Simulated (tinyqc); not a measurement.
From results back to parameters: Lorentz oscillators and the Kramers-Kronig relations. Five cases, with inputs chosen for the exercise.

Problem. At normal incidence from vacuum the amplitude r = (1 - N)/(1 + N) with N = n + i k is written r = -sqrt(R) exp(i theta). R and the phase theta are given.

Case 1.

R = 0.018839
theta = 0.011800 rad

Case 2.

R = 0.128068
theta = 0.587312 rad

Case 3.

R = 0.509043
theta = 0.151717 rad

Case 4.

R = 0.387806
theta = 0.077489 rad

Case 5.

R = 0.835093
theta = 0.904094 rad

Find: n; k; eps1; eps2.

Solution. N = (1 - r)/(1 + r) = (1 + sqrt(R) exp(i theta))/(1 - sqrt(R) exp(i theta)); eps = N^2.

Case 1.

n = 1.318
k = 0.004
eps1 = 1.74
eps2 = 0.01

Case 2.

n = 1.638
k = 0.745
eps1 = 2.13
eps2 = 2.44

Case 3.

n = 4.985
k = 2.190
eps1 = 20.05
eps2 = 21.83

Case 4.

n = 4.191
k = 0.660
eps1 = 17.13
eps2 = 5.53

Case 5.

n = 0.234
k = 2.038
eps1 = -4.10
eps2 = 0.95

Computed by tinyqc, one run a case: `OMP_NUM_THREADS=1 python tinyqc.py N N+1 out.jsonl` with N = 1650167, 1650172, 1650374, 1650379, 1650401; one thread of a shared Intel(R) Xeon(R) Processor @ 2.30GHz, about 0.2 s a run at most.
